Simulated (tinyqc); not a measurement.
Inside a calculation. Model: vertical double-diffused power MOSFET, components of the on-resistance.

Numbers from tinyqc (`OMP_NUM_THREADS=1 python tinyqc.py 2230130 2230131 out.jsonl`; about 0.01 s on one thread of a shared Intel Xeon 2.30GHz). Printed values are rounded.

Stripe cells of pitch Wp + a, two channels a cell. Current flows through the channels, spreads in the accumulation layer, passes the gap between the p bodies and spreads at 45 degrees into the drift layer below them. Low drain voltage, full ionisation.

Values chosen for this exercise; bulk values close to those of silicon:

| symbol | value | unit | meaning |
|---|---|---|---|
| T | 300 | K | temperature |
| eps_r | 11.4 |  | relative permittivity |
| Kc | 4060 | V/cm per (cm^-3)^(1/8) | critical-field constant |
| BV | 100 | V | rated breakdown voltage of the drift layer |
| mud | 1230 | cm^2/(V s) | drift mobility at 300 K |
| bt | 2.2 |  | temperature exponent of the drift mobility |
| tox | 95 | nm | gate oxide thickness (eps_r 3.9) |
| Vov | 9 | V | gate overdrive |
| mch | 210 | cm^2/(V s) | channel mobility |
| mac | 600 | cm^2/(V s) | accumulation-layer mobility |
| Lc | 0.9 | um | channel length |
| Wp | 7.7 | um | width of the p body in one cell, channels included |
| a | 3.9 | um | gap between neighbouring p bodies |
| xp | 1 | um | depth of the p body |
| Nj | 2 |  | doping of the gap over the drift doping |
| Vbi | 0.784 | V | built-in voltage of the body junction |
| Rs | 0.12 | mohm cm^2 | substrate and contact resistance |

Constants: q = 1.602176634e-19 C, eps0 = 8.8541878128e-14 F/cm where lengths are in cm. Results are converted to the units shown.

## Drift layer

Triangular field at breakdown with Ec = Kc N^(1/8): BV = eps0 eps_r Ec^2/(2 q N), so N = (eps0 eps_r Kc^2/(2 q BV))^(4/3); W = 2 BV/Ec; mu = mud (T/300 K)^(-bt); rho = 1/(q mu N); ideal resistance rho W.

drift doping N = 4.17337e15 cm^-3
Ec = 0.363988 MV/cm
drift thickness W = 5.49469 um
electron mobility mu at T = 1230 cm^2/(V s)
drift resistivity rho = 1.21590 ohm cm
ideal resistance = 0.668099 mohm cm^2

## Components of the on-resistance

Pitch p = Wp + a, Cox = 3.9 eps0/tox; zero-bias depletion in the gap w0 = sqrt(2 eps0 eps_r Vbi/(q N Nj)), open gap g = a - 2 w0; R_ch = Lc p/(2 mch Cox Vov); R_acc = 0.6 a p/(4 mac Cox Vov), 0.6 being an empirical factor for current leaving the layer along its length; R_gap = (rho/Nj) xp p/g; spreading depth t = min(W, (p - g)/2); R_drift = (rho p/2) ln((g + 2 t)/g) + rho (W - t); R_on = the sum with Rs.

w0 = 0.344022 um
g = 3.21196 um
components (mohm cm^2): channel 0.759834, accumulation 0.345725, gap 0.219561, drift 1.06374, substrate 0.12
R_on = 2.50886 mohm cm^2
shares (%): channel 30.2860, accumulation 13.7801, gap 8.7514, drift 42.3993, substrate 4.7830

The drift term is the largest. R_on is 3.76 times the ideal drift resistance rho W, and spreading raises the drift term to 1.59 times it.
